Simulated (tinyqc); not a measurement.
Small-signal admittance of a forward-biased p+-n diode: two steps of the calculation.

Holes injected into a neutral base of width wb with an ohmic contact at its end; low injection, p0 far above the equilibrium density. A small voltage v exp(i w t), w = 2 pi f, modulates the edge density by p0 v/Vt, and the small-signal density obeys Dp d2p/dx2 = (1/tau + i w) p.

Inputs (values chosen for the exercise); permittivity close to that of 4H silicon carbide: temperature T = 275 K; relative permittivity eps_r = 9.7; donor density of the base Nd = 3.4e15 cm^-3; hole diffusion coefficient Dp = 2.4 cm^2/s; hole lifetime tau = 1e-8 s; width of the neutral base wb = 2.3 um; excess hole density at the junction edge p0 = 1.4e14 cm^-3; acceptor density of the p+ side Na = 5e18 cm^-3; signal frequency f = 8.8e5 Hz.

Constants: q = 1.602176634e-19 C, kB = 1.380649e-23 J/K, Vt = kB T/q, eps0 = 8.8541878128e-14 F/cm where lengths are in cm. Results are converted to the units shown.

Question 1. Closed-form admittance. L = sqrt(Dp tau); direct current J = (q Dp p0/L) coth(wb/L); k = sqrt(1 + i w tau)/L; diffusion admittance Y = (q Dp p0/Vt) k coth(k wb) = G + i w C_diff; junction capacitance C_j = sqrt(q eps0 eps_r Nd/(2 Vr)) in the depletion approximation, with the remaining barrier Vr = Vt ln(Na/p0), a rough value under forward bias; base-width modulation is left out.

Find: L; J; k wb; Y; C_diff; C_j.

Answer 1.

L = 1.549 um
J = 0.3851 A/cm^2
k wb = 1.485+0.041i
Y = 16.25+0.31i S/cm^2
C_diff = 0.05641 uF/cm^2
C_j = 0.03069 uF/cm^2

G is 1.00 times its low-frequency value J/Vt, and C_diff is 1.84 times C_j.

Question 2. The same by finite differences. 8 equal intervals, h = wb/8; u = small-signal density over its edge value, u_0 = 1, u_8 = 0; u_(i-1) + b u_i + u_(i+1) = 0 with b = -2 - h^2 (1/tau + i w)/Dp; Y = (q Dp p0/(Vt h)) (-b/2 - u_1), which includes the half box at the edge.

Find: b; u; Y on the mesh.

Answer 2.

b = -2.034-0.002i

| node | u |
|---|---|
| 1 | 0.8106-0.0031i |
| 2 | 0.6490-0.0047i |
| 3 | 0.5099-0.0052i |
| 4 | 0.3883-0.0050i |
| 5 | 0.2801-0.0042i |
| 6 | 0.1815-0.0030i |
| 7 | 0.0892-0.0016i |

Y on the mesh = 16.33+0.32i S/cm^2

Program tinyqc, `OMP_NUM_THREADS=1 python tinyqc.py 2890138 2890139 out.jsonl`; Intel Xeon 2.30GHz, shared host, one thread, about 0.01 s.
